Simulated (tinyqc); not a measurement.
From results back to parameters: eight-band Kane k.p model. Three cases, with inputs chosen for the exercise.

Problem. In the Kane model 1/m = A_r + Ep (Eg + 2 Dso/3)/(Eg (Eg + Dso)) and the Roth formula gives g* = 2 - 2 Ep Dso/(3 Eg (Eg + Dso)). The mass and the g factor below were computed from hidden Ep and Dso.

Case 1.

Values chosen (out of a larger set: near those of Ge; not measured data): Eg = 0.89 eV (gap at Gamma to the s-like level); A_r = 1 (remote-band term in 1/m).

m = 0.0357962 m0
g* = -2.77976

Case 2.

Values chosen (out of a larger set: near those of GaSb; not measured data): Eg = 0.817 eV (gap at Gamma to the s-like level); A_r = 0 (remote-band term in 1/m).

m = 0.0363195 m0
g* = -8.53910

Case 3.

Values chosen (out of a larger set: near those of InAs; not measured data): Eg = 0.416 eV (gap at Gamma to the s-like level); A_r = 1 (remote-band term in 1/m).

m = 0.0227981 m0
g* = -14.19658

Find: X; Y; Ep; Dso.

Solution. Let X = 1/m - A_r and Y = (2 - g*)/2. Then X + Y = Ep/Eg and X - 2 Y = Ep/(Eg + Dso).

Case 1.

X = 26.936
Y = 2.390
Ep = 26.10 eV
Dso = 0.288 eV

Case 2.

X = 27.533
Y = 5.270
Ep = 26.80 eV
Dso = 0.760 eV

Case 3.

X = 42.863
Y = 8.098
Ep = 21.20 eV
Dso = 0.379 eV

Computed by tinyqc, one run a case: `OMP_NUM_THREADS=1 python tinyqc.py N N+1 out.jsonl` with N = 1050917, 1050920, 1050923; one thread of a shared Intel(R) Xeon(R) Processor @ 2.30GHz, about 0.08 s a run at most.
